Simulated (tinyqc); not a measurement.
# Bandgap voltage reference from two bipolar transistors: output against temperature

Two transistors of area 1 and N carry the same current I. Is(T) = Is (T/T0)^eta exp[(Vg0 q/kB)(1/T0 - 1/T)], VBE1 = Vt ln(I/Is(T)) + I rb, VBE2 = Vt ln(I/(N Is(T))) + I rb/N. The amplifier forces I R1(T) = VBE1 - VBE2 + Vos, with R(T) = R (1 + tc (T - T0)) for both resistors, and the output is Vref = VBE1 + I R2(T). Base currents and the Early effect are neglected.

Vt = kB T/q; I = (Vt ln N + Vos)/(R1(T) - rb (1 - 1/N)).

Inputs (values chosen for the exercise); values of the order met in silicon bipolar transistors: reference temperature T0 = 300 K; band-gap voltage extrapolated to 0 K Vg0 = 1.171 V; temperature exponent of the saturation current eta = 4.3; saturation current of the unit transistor at T0 Is = 1.9e-16 A; area ratio of the second transistor N = 24; resistor across which the difference of VBE falls, at T0 R1 = 7 kohm; temperature coefficient of both resistors tc = 0 ppm/K; offset of the amplifier Vos = 0 mV; series resistance of the unit transistor rb = 18 ohm; output resistor at T0 R2 = 53.72 kohm.

Constants: q = 1.602176634e-19 C, kB = 1.380649e-23 J/K. Results are converted to the units shown.

Results:
```
T (K),I (uA),VBE1 (V),I R2 (V),Vref (V),Vref - Vref(T0) (mV),dVref/dT (uV/K)
218,8.550,0.8068,0.4593,1.266,-8.546,152.0
233,9.138,0.7774,0.4909,1.268,-6.409,133.1
253,9.923,0.7377,0.5330,1.271,-3.985,109.7
273,10.71,0.6975,0.5752,1.273,-2.010,88.06
298,11.69,0.6467,0.6279,1.275,-0.1244,63.14
348,13.65,0.5434,0.7332,1.277,1.901,19.03
373,14.63,0.4909,0.7859,1.277,2.128,-0.6964
398,15.61,0.4380,0.8385,1.277,1.877,-19.14
423,16.59,0.3846,0.8912,1.276,1.180,-36.47
```

Estimate the missing row, T = 323 K.

Computed row:
```
T (K),I (uA),VBE1 (V),I R2 (V),Vref (V),Vref - Vref(T0) (mV),dVref/dT (uV/K)
323,12.67,0.5953,0.6805,1.276,1.164,40.23
```

With this row back in the table: VBE1 falls by 2.06 mV/K on average and I R2 rises by 2.11 mV/K. The slope of Vref vanishes at T = 372 K. Between 233 and 398 K Vref spans 8.54 mV, or 40.6 ppm/K by the box method (span over the average over T, over 165 K).

Program tinyqc, `OMP_NUM_THREADS=1 python tinyqc.py 2062037 2062038 out.jsonl`; Intel Xeon 2.30GHz, shared host, one thread, about 0.02 s.
